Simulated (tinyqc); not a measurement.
Harmonic transition-state theory with quantum, tunnelling and friction corrections: one step, computed by the program tinyqc.

One atom hops between equivalent sites; three modes at the minimum and two real modes at the saddle are treated as harmonic, the rest of the crystal as unchanged; melting is ignored, so hot rows may lie above the melting point.

Question. Classical rate and diffusivity. Vineyard: nu* = product of minimum frequencies / product of real saddle frequencies; k_cl = nu* exp(-E_b/(k_B T)). Activation entropy S = k_B ln(nu* h/(k_B T)); for uncorrelated jumps D = z k d^2/6 and D0 = z nu* d^2/6; 1 angstrom^2 = 1e-16 cm^2.

Inputs (values chosen for the exercise, modelled on interstitial copper in silicon):
```
quantity                     value      unit
barrier E_b                  0.195        eV
temperature T                  120         K
jump length d                 2.35  angstrom
number of jump directions z      4         -
```

Lattice of sites: three-dimensional.

frequencies at the minimum (THz): 4.72  4.99  7.66

real frequencies at the saddle (THz): 5.3  8.5

Constants: k_B = 8.617333262e-05 eV/K; h x 1 THz = 4.135667696 meV.

Give: prefactor nu*; classical rate k_cl; activation entropy in the Eyring form; classical diffusivity D; prefactor D0.

Answer.

prefactor nu* = 4.005 THz

classical rate k_cl = 25878 1/s

activation entropy in the Eyring form = 0.4710 k_B

classical diffusivity D = 9.528e-12 cm^2/s

prefactor D0 = 0.001474 cm^2/s

Caution: h nu exceeds k_B T, so zero-point and tunnelling corrections to the classical rate matter.
